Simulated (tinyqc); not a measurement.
Raising U: Hubbard ring of 6 sites, mean field against exact. Computed by the program tinyqc. 

one-body matrix (hopping and site energies) (eV):
```
         1        2        3        4        5        6
1   0.0000  -1.3200   0.0000   0.0000   0.0000  -1.3200
2  -1.3200   0.0000  -1.3200   0.0000   0.0000   0.0000
3   0.0000  -1.3200   0.0000  -1.3200   0.0000   0.0000
4   0.0000   0.0000  -1.3200   0.0000  -1.3200   0.0000
5   0.0000   0.0000   0.0000  -1.3200   0.0000  -1.3200
6  -1.3200   0.0000   0.0000   0.0000  -1.3200   0.0000
```

electrons, up and down: 3  3

Collinear unrestricted mean field (the lowest of 40 random starts) against exact diagonalisation.

Exact and mean-field results (eV):
```
U            U/t    E exact  E mean field  mean |n_up - n_down|  double occupancy, exact  first gap in the sector
0.6600    0.5000  -9.603268     -9.570000                0.0000                   0.2332                   2.4159
1.3200    1.0000  -8.713529     -8.580000                0.0000                   0.2161                   2.1862
2.6400    2.0000  -7.140483     -6.600000                0.0000                   0.1808                   1.7333
3.9600    3.0000  -5.852027     -4.819692                0.5539                   0.1446                   1.3314
5.2800    4.0000  -4.842692     -3.743945                0.7578                   0.1111                   1.0168
7.9200    6.0000  -3.496043     -2.570839                0.8914                   0.0637                   0.6403
10.5600   8.0000  -2.703533     -1.950046                0.9384                   0.0391                   0.4601
15.8400  12.0000  -1.847812     -1.310962                0.9724                   0.0186                   0.2993
26.4000  20.0000  -1.125310     -0.790030                0.9900                   0.0070                   0.1795
```

In absolute terms mean field is worst at U/t = 4.0, 1.099 eV too high: at small U it is nearly exact, and at large U it misses only exchange-scale energies. Its local moments set in at U/t = 3.0 of those listed, a broken symmetry that the exact state of a finite cluster with equal spins does not have. Relative to the exact energy its error is 0.3 % at the smallest U, 30 % at most and 30 % at the largest. The double occupancy falls from 0.233 to 0.007; at the largest U the first gap is 0.68 times the exchange scale 4t^2/U.
